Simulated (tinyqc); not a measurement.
Against voltage: leakage through a gate insulator: direct, Fowler-Nordheim, trap-assisted and Poole-Frenkel currents. Computed by tinyqc, a small Python program. Command: `OMP_NUM_THREADS=1 python tinyqc.py 3024764 3024765 out.jsonl oxideleak walk`. One thread of a shared host (Intel(R) Xeon(R) Processor @ 2.30GHz), about 0.01 s of CPU time with the checks.

Electrons enter from the cathode Fermi level at x = 0; the conduction band of the insulator lies phi_b - e F x above it, F = V/t. WKB exponents use a parabolic band with mass m.

Inputs (values chosen for the exercise, with an insulator like Al2O3):

| quantity | value | unit |
|---|---|---|
| thickness t | 5.5 | nm |
| barrier phi_b | 2.12 | eV |
| tunnelling mass m | 0.37 | m_0 |
| static constant eps_ox | 8.97 | - |
| trap depth phi_t | 1.7 | eV |
| trap density N_t | 5.5e+17 | cm^-3 |
| attempt rate nu_0 | 2e+12 | 1/s |
| activation of capture E_a | 0.24 | eV |
| temperature T | 350 | K |

Constants: e = 1.602176634e-19 C; hbar = 1.054571817e-34 J s; hbar^2/(2 m_0) = 3.80998212 eV angstrom^2; k_B = 8.617333262e-05 eV/K.

Method:
- For a level a distance phi(x) below the band, the WKB exponent is 2 int kappa dx with kappa = sqrt(m phi/(hbar^2/2m_0)); for a linear barrier from phi_1 down to phi_2 = max(phi_1 - e F d, 0) it is G = (4/3) sqrt(m/(hbar^2/2m_0)) (phi_1^(3/2) - phi_2^(3/2))/(e F).
- J_tun = e^3 F^2/(16 pi^2 hbar m phi_b) x exp(-G) / [1 - sqrt(phi_2/phi_b)]^2 with the free-electron mass in the cathode (m in m_0), phi_2 = max(phi_b - e V, 0): direct tunnelling for e V < phi_b, Fowler-Nordheim above. Image forces, back-flow and the limit on supply are left out, so J_tun is overstated below about 0.5 V.
- A trap at depth x lies phi_t below the band. Capture: tunnel at the cathode Fermi level from 0 to x (G_in from phi_1 = phi_b), rate nu_0 exp(-G_in - E_c/k_B T) with E_c = E_a + max(phi_b - phi_t - e F x, 0), the last term being the height of the trap above the cathode Fermi level. Emission: tunnel from the trap level to the anode (G_out from phi_1 = phi_t over t - x), rate nu_0 exp(-G_out - E_a/k_B T). Re-emission to the cathode follows from detailed balance, rate_back = rate_in exp(dE/k_B T) with dE = phi_b - phi_t - e F x. Each trap passes R = rate_in rate_out/(rate_in + rate_back + rate_out) electrons per second; filling from the anode is left out.
- J_TAT = e N_t int_0^t R dx by the midpoint rule on 400 intervals; the most effective depth is the midpoint with the largest R, rounded to 0.01 nm.

Currents:

| V (V) | F (MV/cm) | J_tun (A/cm^2) | J_TAT (A/cm^2) | best depth (nm) |
|---|---|---|---|---|
| 0.66 | 1.200 | 1.2609e-12 | 6.8564e-12 | 2.63 |
| 1.33 | 2.418 | 1.2151e-10 | 8.0171e-10 | 2.52 |
| 2.01 | 3.655 | 3.8198e-08 | 4.0472e-09 | 2.45 |
| 2.68 | 4.873 | 1.7285e-04 | 6.6871e-08 | 2.25 |
| 3.36 | 6.109 | 5.5918e-02 | 2.2982e-06 | 1.05 |
| 4.03 | 7.327 | 2.6384e+00 | 2.3933e-05 | 0.85 |
| 4.70 | 8.545 | 4.3512e+01 | 1.2744e-04 | 0.71 |
| 5.38 | 9.782 | 3.8005e+02 | 4.5926e-04 | 0.61 |
| 6.05 | 11.000 | 2.0531e+03 | 1.2475e-03 | 0.53 |

What follows from these numbers?

The larger current changes between 1.33 and 2.01 V (to J_tun). Over the range J_tun grows by 15.2 decades and J_TAT by 8.3. The best depth moves towards the cathode as the field rises. The highest rows may lie beyond breakdown.

Extremes, crossings and ranges named in words are read from the listed rows.
